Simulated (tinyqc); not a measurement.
## Ground and coupling capacitance from two measurements

Problem. A line has Cg to the planes and Cc to each of two neighbours. Find Cg, Cc, the load when both neighbours switch in antiphase, and the pulse on the line when it floats and both neighbours swing by Vx.

Parameters, values chosen for the exercise: swing Vx = 1 V.

capacitance with neighbours driven alike and with neighbours grounded (aF/um): [81, 127]

Solution. Driven alike, Cc carries no charge, which leaves Cg; grounded neighbours give Cg + 2 Cc, antiphase Cg + 4 Cc; a floating line divides the swing as 2 Cc/(Cg + 2 Cc).

Cg = 81.0 aF/um
Cc = 23.0 aF/um
load in antiphase = 173 aF/um
pulse = 0.362 V

Numbers from tinyqc (`OMP_NUM_THREADS=1 python tinyqc.py 2790193 2790194 out.jsonl`; about 0.7 s on one thread of a shared Intel Xeon 2.30GHz).
